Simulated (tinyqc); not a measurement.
Inside a calculation. Method: extended Hueckel theory, for H3+. The parameters take no account of the charge, which enters only through the electron count. Computed by tinyqc, a small Python program that keeps every step (integrals from PySCF). Settings: charge = 1, K = 1.75, multiplicity = 1. Command: `OMP_NUM_THREADS=1 python tinyqc.py 31107 31108 out.jsonl` (the two numbers bound the seeds that draw the settings). One thread of a shared host (Intel(R) Xeon(R) Processor @ 2.60GHz), about 0.01 s of CPU time with the checks.

## Overlaps

Geometry (angstrom):

| atom | x | y | z |
|---|---|---|---|
| H | 0.000000 | 0.000000 | 0.000000 |
| H | 0.000000 | 0.000000 | 0.967000 |
| H | 0.000000 | 0.838000 | 0.484000 |

Parameters chosen for this run:

| element | shell | Slater exponent | H_ii (eV) |
|---|---|---|---|
| H | 1s | 1.300000 | -13.600000 |

Slater orbitals, each expanded in six Gaussians scaled to its exponent.

overlap S, lower triangle:
```
          1H 1s     2H 1s     3H 1s
1H 1s  1.000000
2H 1s  0.488669  1.000000
3H 1s  0.488224  0.488529  1.000000
```

## Wolfsberg-Helmholz matrix

diagonal H_ii (eV): 1H 1s -13.600000, 2H 1s -13.600000, 3H 1s -13.600000

K = 1.750000

H_ij = K' S_ij (H_ii + H_jj)/2 for i != j (the diagonal keeps H_ii), with K' = 1.75.

H (eV), lower triangle:
```
            1H 1s       2H 1s       3H 1s
1H 1s  -13.600000
2H 1s  -11.630314  -13.600000
3H 1s  -11.619721  -11.626979  -13.600000
```

## Orbitals

valence electrons = 2

Solve H C = S C e through S^(-1/2); fill by pairs from the bottom, a degenerate level sharing its electrons equally; each orbital has its largest coefficient positive (the first on a tie).

orbital energies (eV): -18.640530  -3.869920  -3.849431

occupations: 2.000000  0.000000  0.000000

coefficients:
```
            MO1        MO2        MO3
1H 1s  0.410606  -0.887384  -0.718156
2H 1s  0.410692  -0.177782   1.127873
3H 1s  0.410567   1.065304  -0.409990
```

sum of one-electron energies = -37.281060 eV

## Mulliken analysis

P = C n C^T; charge = valence electrons (H 1) minus the sum of (P S)_ii on the atom; overlap population = 2 sum P_ij S_ij between two atoms.

charges: 1H 0.333383, 2H 0.333106, 3H 0.333511

Overlap populations:

| pair | value |
|---|---|
| 2-1 | 0.329622 |
| 3-1 | 0.329222 |
| 3-2 | 0.329496 |
